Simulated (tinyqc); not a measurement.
# Mobility, diffusion coefficient and lifetime from two collectors

Problem. For an injected sheet in a field F the peak time tp at distance L obeys u^2 tp^2 + 2 D tp = L^2 with u^2 = v^2 + 4 D/tau, and the pulse area goes as exp(L (v - u)/(2 D)); v = mu F. Find u, D, mu and tau without using the Einstein relation.

Values chosen for this exercise:
- F = 34 V/cm (sweep field along the drift)

distances (um): 240  710
peak times (us): 0.123661890  0.372928656
ratio of the areas, far over near = 0.0591089122

Solution. The two peak times give two linear equations for u^2 and D; the area ratio gives v - u, and u^2 - v^2 = 4 D/tau gives tau.

u = 1.89e5 cm/s
D = 131 cm^2/s
mu = 5.08e3 cm^2/(V s)
tau = 9.20e-8 s

Numbers from tinyqc (`OMP_NUM_THREADS=1 python tinyqc.py 2310030 2310031 out.jsonl`; about 0.01 s on one thread of a shared Intel Xeon 2.30GHz).
